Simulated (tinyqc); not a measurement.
Admittance spectroscopy and thermally stimulated current of one trap level in a depletion layer: one step, computed by the program tinyqc. Command: `OMP_NUM_THREADS=1 python tinyqc.py 3110702 3110703 out.jsonl admit walk`. One thread of a shared host (Intel(R) Xeon(R) Processor @ 2.30GHz), about 0.01 s of CPU time with the checks.

A Schottky junction on n-type material holds one donor-like electron trap; shallow donors are fully ionised and abrupt depletion edges are assumed.

Task: The capacitance step. With E_c - E_F = k_B T_p ln(N_c/N): lambda = sqrt(2 eps eps_0 (E_t - (E_c - E_F))/(e^2 N)); traps are empty and charged for x < x_t = w - lambda, and V_b = e (N w^2 + N_t x_t^2)/(2 eps eps_0). High frequency: C_hf = eps eps_0/w. Low frequency: C_lf = eps eps_0 (N + N_t)/(N w + N_t x_t).

Inputs (values chosen for the exercise, modelled on n-type germanium):

| quantity | value | unit |
|---|---|---|
| dielectric constant eps | 16.3 | - |
| shallow doping N | 3e+16 | 1/cm^3 |
| trap density N_t | 1.7e+16 | 1/cm^3 |
| trap depth E_t below the band | 0.279 | eV |
| band bending V_b | 0.35 | V |

E_c - E_F = k_B T_p ln(N_c/N) = 0.1013513 eV

Constants: eps_0 = 8.8541878128e-12 F/m; e = 1.602176634e-19 C.

Give: lambda; depletion width w; crossing point x_t; C_hf; C_lf; step (C_lf - C_hf)/C_hf; small-N_t estimate (N_t/N)(lambda/w).

Result:

lambda = 103.3 nm

depletion width w = 142.0 nm

crossing point x_t = 38.73 nm

C_hf = 101.6 nF/cm^2

C_lf = 137.9 nF/cm^2

step (C_lf - C_hf)/C_hf = 0.3570

small-N_t estimate (N_t/N)(lambda/w) = 0.4121

Reading N_t/N straight from the step would give 0.357 against the true 0.567: the factor lambda/w must be known. Caution: N_t/N is not small, so the peak moves away from omega = 2 e_n.
